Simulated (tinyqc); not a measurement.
Worked calculation: Hueckel theory of the pi electrons with the omega technique, for the molecule c1ccc2[nH]ncc2c1 (SMILES; centres numbered as the heavy atoms are written). One step of it, computed by the program tinyqc.

Problem. Energy, charges, bond orders. E = sum n x; q_r = z_r - P_rr; bond order p = P_rs; free valence = sqrt(3) - sum of p over the bonds of the atom.

final x values: 2.634681  1.844281  1.349421  0.886521  0.689098  -0.733170  -1.090979  -1.419093  -2.160760

occupations: 2.000000  2.000000  2.000000  2.000000  2.000000  0.000000  0.000000  0.000000  0.000000

final P, lower triangle:
```
           1C         2C         3C         4C         5N         6N        7C        8C
1C   1.016957
2C   0.633696   1.007697
3C  -0.023148   0.689932   1.019807
4C  -0.287932   0.000660   0.622027   0.987450
5N   0.090834  -0.100168  -0.117410   0.347076   1.799649
6N   0.035059   0.190406  -0.048013  -0.278389   0.347008   1.129491
7C  -0.107879   0.004444   0.022579  -0.017937  -0.251589   0.834874  1.005059
8C  -0.026922  -0.275722   0.034053   0.575878  -0.143192  -0.053705  0.476624  1.027649
9C   0.702039  -0.005674  -0.344076   0.010045   0.061756  -0.213611  0.001896  0.582353

          9C
9C  1.006240
```

Centres:
```
centre  z_r, pi electrons of the neutral centre         h
1C                                            1  0.000000
2C                                            1  0.000000
3C                                            1  0.000000
4C                                            1  0.000000
5N                                            2  1.500000
6N                                            1  0.500000
7C                                            1  0.000000
8C                                            1  0.000000
9C                                            1  0.000000
```

Bonds:
```
i  j         k
1  2         1
2  3         1
3  4         1
4  5  0.800000
5  6  0.800000
6  7  1.000000
7  8         1
8  9         1
9  1         1
8  4         1
```

Give: pi energy = 10 alpha + this times beta; pi charges; Bond orders and lengths from R = 1.517 - 0.180 p; free valence of the carbons; gap between the highest filled and the next level.

Solution.

pi energy = 10 alpha + this times beta = 14.8080

pi charges: 1C -0.0170, 2C -0.0077, 3C -0.0198, 4C 0.0125, 5N 0.2004, 6N -0.1295, 7C -0.0051, 8C -0.0276, 9C -0.0062

Bond orders and lengths from R = 1.517 - 0.180 p (angstrom, C-C alone):
```
bond       p       R
1-2   0.6337  1.4029
2-3   0.6899  1.3928
3-4   0.6220  1.4050
4-5   0.3471       -
5-6   0.3470       -
6-7   0.8349       -
7-8   0.4766  1.4312
8-9   0.5824  1.4122
9-1   0.7020  1.3906
8-4   0.5759  1.4133
```

free valence of the carbons: 1C 0.3963, 2C 0.4084, 3C 0.4201, 4C 0.1871, 7C 0.4206, 8C 0.0972, 9C 0.4477

gap between the highest filled and the next level = 1.4223 |beta|
